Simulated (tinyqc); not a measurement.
Surface potential of a MOS transistor: implicit equation and explicit approximations: effect of the channel-body voltage at fixed gate voltage.

p-type body, charge-sheet picture, depletion and inversion only, full ionisation (an idealisation for deep acceptors), Boltzmann statistics (rough once Na exp(x - xn) passes about Nc/7). In units of Vt: xg = (Vg - Vfb)/Vt, x = psi/Vt, G = gamma/sqrt(Vt), xn = (2 phiF + Vc)/Vt. The implicit equation is (xg - x)^2 = G^2 [x - 1 + exp(x - xn)] for x above about 3. Cox = eps0 eox/tox.

ni = sqrt(Nc Nv) exp(-Eg/(2 Vt)), Eg in volts; phiF = Vt ln(Na/ni); gamma = sqrt(2 q eps0 eps_r Na)/Cox; VT = Vfb + Vt (xn + G sqrt(xn - 1)). Depletion value a = 1 + [sqrt(G^2/4 + xg - 1) - G/2]^2; inversion value b = xn + ln[(xg - xn)^2/G^2 - xn + 1] and first guess y = min(a, b) - ln(1 + exp(-|a - b|)) if a > xn + 1, else b = y = a; one second-order correction with D = exp(y - xn), p = 2 (xg - y) + G^2 (1 + D), w = (xg - y)^2 - G^2 (y - 1 + D): z = y + 2 w/(p + sqrt(p^2 - 2 (2 - G^2 D) w)), or the Newton step z = y + w/p where the root is not real. N_inv = (Cox Vt G/q) [sqrt(x - 1 + exp(x - xn)) - sqrt(x - 1)] at the root. Lambert form (Cox m Vt/q) W0[(G/(2 m sqrt(xn - 1))) exp((Vg - VT)/(m Vt))], m = 1 + G/(2 sqrt(xn - 1)). Errors under 1e-4 mV, and the linear form below VT, are printed as 0.

Inputs (values chosen for the exercise); band and dielectric values close to those of silicon: temperature T = 350 K; band gap Eg = 1.14 eV; relative permittivity eps_r = 11.8; conduction-band density of states at T Nc = 3.55e19 cm^-3; valence-band density of states at T Nv = 3.34e19 cm^-3; relative permittivity of the gate insulator (close to silicon dioxide) eox = 3.9; insulator thickness tox = 1.3 nm; acceptor density Na = 1.6e17 cm^-3; flat-band voltage Vfb = -0.61 V; gate-body voltage Vg = 1.04 V.

Constants: q = 1.602176634e-19 C, kB = 1.380649e-23 J/K, Vt = kB T/q, eps0 = 8.8541878128e-14 F/cm where lengths are in cm. Results are converted to the units shown.

Result of one run:
```
psi (V)  x - xn  error of y (mV)  error of z (mV)  N_inv (cm^-2)  Cox (Vg - VT)/q (cm^-2)  Lambert form (cm^-2)
1.2168   6.6594             23.9             6.91      5.6079e12                9.0772e12             6.1366e12
```

Which channel-body voltage Vc gave this result: 0.2, 0.4, 0.6, 0.8 or 1.4 V?

Vc = 0.2 V.

The whole series:
```
Vc (V)  psi (V)   x - xn  error of y (mV)  error of z (mV)  N_inv (cm^-2)  Cox (Vg - VT)/q (cm^-2)  Lambert form (cm^-2)
0        1.0385   7.3776             19.1            -2.94      8.6877e12                1.2547e13             9.4256e12
0.2      1.2168   6.6594             23.9             6.91      5.6079e12                9.0772e12             6.1366e12
0.4      1.3841   5.5753             32.4             11.4      2.7270e12                5.6226e12             3.0145e12
0.6      1.5168   3.3412             17.1           -0.696      4.4787e11                2.1793e12             4.8536e11
0.8      1.5427  -2.4280           0.0910                0       1.5618e9                        0              1.5246e9
1        1.5428  -9.0562          1.20e-4                0       2.0664e6                        0              1.8794e6
1.2      1.5428  -15.687                0                0         2724.9                        0                2303.4
1.4      1.5428  -22.318                0                0         3.5932                        0                2.8189
```

As Vc goes from 0 to 1.4, psi rises from 1.04 to 1.54 V, x - xn falls from 7.38 to -22.3 and N_inv falls from 8.69e12 to 3.59 cm^-2. The Lambert form lies between 0.785 and 1.11 times N_inv. psi follows Vc only while the surface is inverted; once x falls below xn it settles at the depletion value. For Vc = 0, 0.2, 0.4 the electron quasi-Fermi level lies less than 2 Vt below the band edge at the surface, or above it, where degeneracy and confinement, left out, matter.

Program tinyqc, `OMP_NUM_THREADS=1 python tinyqc.py 2122091 2122092 out.jsonl`; Intel Xeon 2.30GHz, shared host, one thread, about 0.01 s.
